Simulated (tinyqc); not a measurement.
Along the matched line: quaternary alloy A(x)B(1-x)C(y)D(1-y) matched to a substrate.

Q(x,y) = x y Q_AC + x (1 - y) Q_AD + (1 - x) y Q_BC + (1 - x)(1 - y) Q_BD for the lattice constant. Gap, rule 1: Q(x,y) - x (1 - x)[y C_ABC + (1 - y) C_ABD] - y (1 - y)[x C_ACD + (1 - x) C_BCD]. Rule 2 (mean of ternaries): {x (1 - x)[y T_ABC(x) + (1 - y) T_ABD(x)] + y (1 - y)[x T_ACD(y) + (1 - x) T_BCD(y)]}/{x (1 - x) + y (1 - y)}, T_ABC(x) = x E_AC + (1 - x) E_BC - C_ABC x (1 - x), T_ACD(y) = y E_AC + (1 - y) E_AD - C_ACD y (1 - y), and alike. Only the Gamma valley is followed.

Matching a(x,y) = a_s gives x = (a_s - y a_BC - (1 - y) a_BD)/(y (a_AC - a_BC) + (1 - y)(a_AD - a_BD)).
Constants: hc = 1239.841984 eV nm.

Parameters, chosen for this exercise (AC, AD, BC, BD near GaAs, GaP, InAs and InP; substrate near GaAs; shifted at random, so the results belong to these values and not to a real crystal):
- a = (5.651, 5.448, 6.064, 5.876) angstrom (lattice constants of AC, AD, BC, BD)
- Eg = (1.535, 2.903, 0.415, 1.443) eV (gaps at Gamma of AC, AD, BC, BD)
- Cb = (0.464, 0.721, 0.174, 0.11) eV (bowing of ABC, ABD, ACD, BCD)
- a_s = 5.651 angstrom (substrate)

x follows from y.

Results:
```
y          x  bilinear (eV)  rule 1 (eV)  rule 2 (eV)  wavelength 1 (nm)  wavelength 2 (nm)
0.01  0.5303         2.2051       2.0248       2.0330                612                610
0.13  0.5855         2.1383       1.9547       2.0191                634                614
0.25  0.6411         2.0676       1.8881       1.9716                657                629
0.37  0.6973         1.9929       1.8248       1.9112                679                649
0.61  0.8110         1.8318       1.7067       1.7744                726                699
0.73  0.8686         1.7451       1.6516       1.7021                751                728
0.85  0.9267         1.6543       1.5986       1.6284                776                761
0.97  0.9853         1.5594       1.5475       1.5538                801                798
```

Give the missing row, y = 0.49.

Computed row:
```
y          x  bilinear (eV)  rule 1 (eV)  rule 2 (eV)  wavelength 1 (nm)  wavelength 2 (nm)
0.49  0.7539         1.9143       1.7644       1.8446                703                672
```

The matched alloys span 1.548 to 2.025 eV by rule 1, monotonically in y. Along the line dx/dy is +0.460 between the first two rows and +0.488 between the last two. In energy the two rules differ most at y = 0.37, by 86 meV (31 nm there), which measures how far the ternary data leave the interior open. Miscibility gaps are not considered.

Computed by tinyqc, a small Python program: `OMP_NUM_THREADS=1 python tinyqc.py 1051099 1051100 out.jsonl` (the numbers bound the seed that draws the inputs); one thread of a shared host (Intel(R) Xeon(R) Processor @ 2.30GHz), about 0.01 s for the whole set of steps.
